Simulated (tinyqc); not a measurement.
## Shape of the distribution and failure rate

For F(t) = 1 - exp(-(t/t63)^beta): mean t63 Gamma(1 + 1/beta), median t63 (ln 2)^(1/beta), deviation t63 sqrt(Gamma(1 + 2/beta) - Gamma(1 + 1/beta)^2), failure rate (beta/t63)(t/t63)^(beta - 1).

Values chosen for this exercise: characteristic time of a test capacitor t63 = 69 s.

Result of one run:
```
mean (s),median (s),deviation/mean,rate at 0.01 t63 (1/s),rate at t63 (1/s)
63.727,52.048,0.77572,0.0047325,0.018841
```

Which Weibull slope beta gave this result: 0.5, 1, 1.3 or 2.2?

beta = 1.3.

The whole series:
```
beta,mean (s),median (s),deviation/mean,rate at 0.01 t63 (1/s),rate at t63 (1/s)
0.5,138.00,33.151,2.2361,0.072464,0.0072464
0.7,87.342,40.875,1.4624,0.040388,0.010145
1,69.000,47.827,1.0000,0.014493,0.014493
1.3,63.727,52.048,0.77572,0.0047325,0.018841
1.7,61.565,55.618,0.60548,9.8084e-4,0.024638
2.2,61.108,58.411,0.47983,1.2693e-4,0.031884
3,61.616,61.065,0.36345,4.3478e-6,0.043478
4,62.542,62.959,0.28054,5.7971e-8,0.057971
```

The relative spread falls from 2.24 to 0.281. For beta < 1 the rate falls with time (early failures), at 1 it is constant, 0.0145 1/s, and above 1 it grows (wear-out): the early rate goes from 10.0 times the rate at t63 to 1.00e-6 times.

Program tinyqc, `OMP_NUM_THREADS=1 python tinyqc.py 2070125 2070126 out.jsonl`; Intel Xeon 2.30GHz, shared host, one thread, about 0.01 s.
